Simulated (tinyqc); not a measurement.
Bethe-Salpeter matrix of a two-band chain (Tamm-Dancoff form): sweeps and comparisons. A value that a table varies takes the place of the one given here.

One valence and one conduction band, lattice period 1, mesh k = 2 pi j/N. Pair energies D(k) = Eg + 2 t sum(1 - cos k), t = tc + tv. Screened attraction W(R) = U at R = 0 and V/|R| otherwise, R over the N cells with the nearest image; W(q) = sum_R W(R) cos(q R). H(k, k') = D(k) delta - W(k - k')/Nk + 2 J/Nk for singlets (J = 0 for triplets), Nk the number of k points. With a constant transition dipole the strength of a state is f = (sum_k A_k)^2/Nk, and the f sum to 1.

Values chosen for the exercise:
- Eg = 5 eV (quasiparticle gap)
- tc = 0.91 eV (conduction hopping)
- tv = 0.48 eV (valence hopping)
- U = 1.64 eV (attraction in the same cell)
- V = 0.65 eV (attraction at one cell distance)
- J = 0.25 eV (exchange in the same cell)
- fs = (0.2, 0.4, 0.7, 1, 1.4, 2, 2.6) (scale factors of U and V)

## Convergence with the k mesh

Lowest triplet and singlet, and f of the singlet, against N.

Results:
```
N    Eg - E triplet (eV)  Eg - E singlet (eV)  f singlet
4                 0.9071               0.7221     0.3337
6                 0.7921               0.6192     0.2994
8                 0.7500               0.5721     0.3035
12                0.7322               0.5448     0.3224
20                0.7307               0.5409     0.3292
40                0.7307               0.5408     0.3293
100               0.7307               0.5408     0.3293
```

The coarsest mesh misjudges the singlet binding by +0.1813 eV against the finest: a mesh of N points along an axis repeats the pair every N cells. The triplet is within 1 meV of the last row from N = 20 on. The singlet is within 1 meV of the last row from N = 20 on. The more tightly bound triplet is the smaller object in R, so it needs no more points than the singlet.

## Strength of the attraction

Triplets, N = 100; U and V scaled together, as weaker screening would do. f is the weight at R = 0. For V = 0 the infinite chain has binding sqrt(4 t^2 + U^2) - 2t and f = U/sqrt(4 t^2 + U^2), t = tc + tv.

Results:
```
scale   U/t  binding (eV)      f  Eg - second level (eV)  contact formula (eV)
0.20   0.24        0.0726  0.154                  0.0024                0.0193
0.40   0.47        0.2004  0.243                  0.0120                0.0764
0.70   0.83        0.4443  0.346                  0.0370                0.2277
1.0    1.18        0.7307  0.430                  0.0750                0.4477
1.4    1.65        1.1600  0.523                  0.1451                0.8256
2.0    2.36        1.8780  0.632                  0.2889                1.5196
2.6    3.07        2.6600  0.713                  0.4734                2.3102
```

The binding grows with exponent 1.46 between scales 0.2 and 0.4 and 1.33 over the last two rows (below 2 for a wide pair in a chain, where 1/|R| brings logarithms, 1 for a pair held in one cell). f rises from 0.154 to 0.713. On this mesh a second level lies below the gap from scale 0.2 on; in an infinite lattice the tail V/|R| binds a whole series at any scale. The tail V/|R| adds 0.350 eV to the contact value in the last row and 0.053 eV in the first.

## Exciton band

Triplets, solved in the electron-hole distance R on a ring of 60 cells, total momentum Q: D = Eg + 2 tc (1 - cos(k + Q/2)) + 2 tv (1 - cos(k - Q/2)), so the hopping in R has size |t(Q)| = sqrt(tc^2 + tv^2 + 2 tc tv cos Q) and the continuum starts at Eg + 2 (tc + tv) - 2 |t(Q)|.

Results:
```
Q/pi   |t(Q)| (eV)  continuum edge (eV)  exciton (eV)  binding (eV)  weight at R = 0
0.000       1.3900               5.0000        4.2693        0.7307            0.430
0.167       1.3472               5.0855        4.3460        0.7395            0.439
0.333       1.2228               5.3344        4.5672        0.7671            0.464
0.500       1.0288               5.7223        4.9045        0.8179            0.513
0.667       0.7885               6.2030        5.3038        0.8993            0.593
0.833       0.5495               6.6810        5.6668        1.0142            0.705
1.000       0.4300               6.9200        5.8269        1.0931            0.776
```

The exciton band is 1.5576 eV wide, against 1.9200 eV for the edge of the continuum: binding narrows it, since electron and hole must hop together. The binding grows from 0.731 to 1.093 eV as |t(Q)| falls. Between the first two rows the exciton rises 0.90 times as much as the edge, so it is heavier than the free pair.

## What each parameter does

N = 100: lowest singlet, its binding and f, and the singlet-triplet splitting. Each row changes one parameter from the base and keeps the others.

Results:
```
case          singlet (eV)  binding (eV)      f  splitting (eV)
base                4.4592        0.5408  0.329          0.1899
Eg = 5.2 eV         4.6592        0.5408  0.329          0.1899
tc = 1.18 eV        4.4894        0.5106  0.299          0.1713
tv = 0.29 eV        4.4338        0.5662  0.356          0.2064
U = 1.97 eV         4.3395        0.6605  0.396          0.2232
V = 0.75 eV         4.4068        0.5932  0.322          0.1850
J = 0.38 eV         4.5382        0.4618  0.279          0.2689
```

The largest shifts from the base row, up to three for each result and ties (the steps differ in size, so this ranks the rows, not the parameters). singlet (eV): Eg +0.2000, U -0.1196, J +0.0790. binding (eV): U +0.1196, J -0.0790, V +0.0523; unchanged at the printed digits by Eg. f: U +0.067, J -0.050, tc -0.030; unchanged at the printed digits by Eg. splitting (eV): J +0.0790, U +0.0333, tc -0.0185; unchanged at the printed digits by Eg. At zero total momentum only the sum tc + tv enters.

tinyqc: `OMP_NUM_THREADS=1 python tinyqc.py 1282095 1282096 out.jsonl`; about 0.1 s, one thread, shared Intel(R) Xeon(R) Processor @ 2.30GHz.
